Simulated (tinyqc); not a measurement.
Single-photon avalanche diode, trigger probability and counting: two steps of the calculation.

A multiplication layer of width W with the uniform field V/W; alpha = an exp(-bn/E) for electrons, beta = ap exp(-bp/E) for holes (local model, no dead space). a = alpha W, b = beta W. Electrons enter at x = 0, holes at x = W. P0 is the probability that an electron entering at 0 starts a lasting avalanche, PW the same for a hole entering at W.

Values chosen for this exercise; ionisation coefficients close to those of indium phosphide: excess bias Vx = 1.8 V; probability that a photon makes a pair that enters the layer eta = 0.73; thermal generation rate in the layer Gd = 140 1/s; dead time td = 20 ns; diode capacitance Cd = 23 fF; quench resistance Rq = 50 kohm; trapping probability per avalanche carrier pa = 2.6e-7; trap release time tt = 5.1 ns; photon rate nph = 1.2e6 1/s.

Constants: q = 1.602176634e-19 C. Results are converted to the units shown.

Question 1. Trigger probability by substitution. PW = P0 exp(b - a)/(1 - P0 + P0 exp(b - a)); P0(new) = 1 - (1 - PW)^(a/b).

P0 after iteration 1 = 0.87399709
a = 1.2151995
b = 1.5068631

Wanted: PW; P0 after iteration 2.

Answer 1.

PW = 0.90277
P0 after iteration 2 = 0.84735

Question 2. Detection, dark counts, afterpulses and dead-time loss. Pm is the mean trigger probability of pairs made evenly in the layer. PDP = eta P0; dark counts Gd Pm; avalanche charge Cd Vx/q; afterpulse probability pa (Cd Vx/q) exp(-td/tt) Pm; true rate n = nph PDP + dark counts; measured n/(1 + n td) (non-paralysable) or n exp(-n td) (paralysable); recharge time Rq Cd.

P0 = 0.43800227
Pm = 0.47420813

Wanted: PDP; dark counts; avalanche charge; afterpulse probability; true rate; measured, non-paralysable; measured, paralysable; recharge time.

Answer 2.

PDP = 0.31974
dark counts = 66.389 1/s
avalanche charge = 2.5840e5 electrons
afterpulse probability = 0.063113 %
true rate = 3.8376e5 1/s
measured, non-paralysable = 3.8083e5 1/s
measured, paralysable = 3.8082e5 1/s
recharge time = 1.1500 ns

Dead time hides 0.76 % of the events in the first model and 0.76 % in the second.

Numbers from tinyqc (`OMP_NUM_THREADS=1 python tinyqc.py 2630111 2630112 out.jsonl`; about 0.01 s on one thread of a shared Intel Xeon 2.30GHz).
